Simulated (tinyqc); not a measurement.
Quantum point contact as a saddle point with Zeeman splitting: one step of the calculation.

Potential V0 - m wx^2 x^2/2 + m wy^2 y^2/2; energies are counted from V0. Mode n = 0, 1, ... transmits T_n(E) = 1/(1 + exp(-2 pi (E - E_n)/wx)), E_n = wy (n + 1/2) +/- Ez/2 for the two spins, Ez = gs muB B, muB = q hbar/(2 m0); each spin carries q^2/h.

Task. Transmissions at the Fermi level. At zero temperature g = G/(2 q^2/h) = (1/2) sum T_n(mu); Fano factor sum T_n (1 - T_n)/sum T_n. Modes beyond those listed are in the sums but add less than 1e-4 to g.

Inputs (values chosen for the exercise):

| symbol | value | unit | meaning |
|---|---|---|---|
| wy | 6 | meV | transverse quantum hbar wy |
| wx | 4.7 | meV | curvature of the barrier hbar wx |
| mu | 5.46 | meV | Fermi level above the saddle point |
| gs | 5.6 |  | size of the g factor |
| B | 4 | T | in-plane magnetic field |

Constants: q = 1.602176634e-19 C, hbar = 1.054571817e-34 J s, h = 6.62607015e-34 J s, m0 = 9.1093837015e-31 kg. Results are converted to the units shown.

Give: E_n; T_n; g; G; Fano factor.

Result.

| mode | E_n (meV) | T_n |
|---|---|---|
| 0- | 2.35 | 0.9846 |
| 1- | 8.35 | 0.0205 |
| 2- | 14.35 | 0.0000 |
| 0+ | 3.65 | 0.9185 |
| 1+ | 9.65 | 0.0037 |
| 2+ | 15.65 | 0.0000 |

g = 0.9636
G = 74.66 uS
Fano factor = 0.05907

Range of the model: Orbital effects of the in-plane field and interactions (such as the 0.7 feature) are left out.

Program tinyqc, `OMP_NUM_THREADS=1 python tinyqc.py 2740026 2740027 out.jsonl`; Intel Xeon 2.30GHz, shared host, one thread, about 0.04 s.
